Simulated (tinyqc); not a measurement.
RKS/BP86 in the sto-3g basis, for H4, spin multiplicity 1, step by step. One step of it, computed by the program tinyqc.

Problem. Orthogonalisation. S = U s U^T; canonical form X = U s^(-1/2), so that X^T S X = 1. Each column of U has its largest component positive (the first on a tie).

overlap S:
```
          1H 1s     2H 1s     3H 1s     4H 1s
1H 1s  1.000000  0.435217  0.016670  0.001200
2H 1s  0.435217  1.000000  0.132513  0.016706
3H 1s  0.016670  0.132513  1.000000  0.435762
4H 1s  0.001200  0.016706  0.435762  1.000000
```

Give: eigenvalues of S; X.

Solution.

eigenvalues of S: 0.5092  0.6099  1.3571  1.5238

X:
```
             1        2        3       4
1H 1s   0.6421   0.6862   0.4619  0.3741
2H 1s  -0.7512  -0.5943   0.3953  0.4326
3H 1s   0.7547  -0.5906  -0.3938  0.4338
4H 1s  -0.6461   0.6831  -0.4606  0.3755
```
